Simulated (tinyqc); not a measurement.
Threshold switch as oscillator and as selector in a crossbar: two steps of the calculation.

Off state: I = Ith sinh(V/V0)/sinh(Vth/V0) up to Vth. On state: V = Vh + I Ron down to the holding current Ih, at Vl = Vh + Ih Ron. Switching is instantaneous.

Values chosen for this exercise; values of the order of Ge-Sb-Te and related chalcogenides:

| symbol | value | unit | meaning |
|---|---|---|---|
| Vth | 2.7 | V | threshold voltage |
| Vh | 1.27 | V | holding voltage |
| Ron | 0.61 | kohm | on-state resistance |
| Ith | 0.29 | uA | current at threshold |
| V0 | 0.21 | V | voltage scale of the off-state sinh |
| Ih | 26 | uA | holding current |
| C | 42 | fF | capacitance across the switch |
| N | 256 |  | rows and columns of the array |
| Vs | 3.52 | V | supply voltage |
| RL | 160 | kohm | load resistance |

Problem 1. Relaxation oscillation. With a load RL from Vs and C across the switch, it oscillates if the load line misses both branches: (Vs - Vl)/Ih < RL < (Vs - Vth)/Ith. Charging without leakage takes RL C ln[(Vs - Vl)/(Vs - Vth)]; discharging takes (RL || Ron) C ln[(Vth - Ve)/(Vl - Ve)], Ve = (Vs Ron + Vh RL)/(Ron + RL).

Wanted: Vl; smallest RL; largest RL; charging time; Ve; discharging time; frequency.

Solution 1.

Vl = 1.2859 V
smallest RL = 85.928 kohm
largest RL = 2827.6 kohm
charging time = 6.7355 ns
Ve = 1.2785 V
discharging time = 0.13449 ns
frequency = 145.56 MHz

With the off-state leakage included the charging takes 6.805 ns, 1.0 % above this value.

Problem 2. Leakage in a crossbar. In an N x N array driven at Vs, the V/2 scheme puts Vs/2 on 2 (N - 1) cells; the V/3 scheme puts Vs/3 on all N^2 - 1 others, N - 1 of them on the selected row. Row leakage is (N - 1) I; wasted power is the number of cells times V I.

Find: I at Vs/2; row leakage, V/2; wasted power, V/2; I at Vs/3; row leakage, V/3; wasted power, V/3.

Solution 2.

I at Vs/2 = 3.299 nA
row leakage, V/2 = 0.8413 uA
wasted power, V/2 = 2.961 uW
I at Vs/3 = 0.2019 nA
row leakage, V/3 = 0.05148 uA
wasted power, V/3 = 15.53 uW

The V/3 scheme cuts the row leakage by 16.3 and raises the wasted power by a factor of 5.24.

Range of the model: Delay times, drift of Vth and line resistance are left out.

Numbers from tinyqc (`OMP_NUM_THREADS=1 python tinyqc.py 2490044 2490045 out.jsonl`; about 0.01 s on one thread of a shared Intel Xeon 2.30GHz).
